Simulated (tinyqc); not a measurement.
## Gap voltage and exponent from three temperatures

Problem. At constant current VBE(T) = Vg0 - a T - eta (kB T/q) ln T, where a is a constant. Find Vg0, eta and dVBE/dT at the middle temperature.

Constants: q = 1.602176634e-19 C, kB = 1.380649e-23 J/K. Results are converted to the units shown.

T (K): 253  300  360
VBE at a constant current (V): 0.6971699139  0.5963561847  0.4640032128

Solution. The relation is linear in Vg0, a and eta, so three points give a linear system; the slope is (VBE - Vg0 - eta kB T/q)/T. eta rests on the curvature of VBE(T) alone, so real fits need accuracy of some tens of microvolts or better.

Vg0 = 1.145 V
eta = 4.000
dVBE/dT = -2.174 mV/K

tinyqc, about 0.02 s, one thread, Intel Xeon 2.30GHz (shared host): `OMP_NUM_THREADS=1 python tinyqc.py 2062110 2062111 out.jsonl`
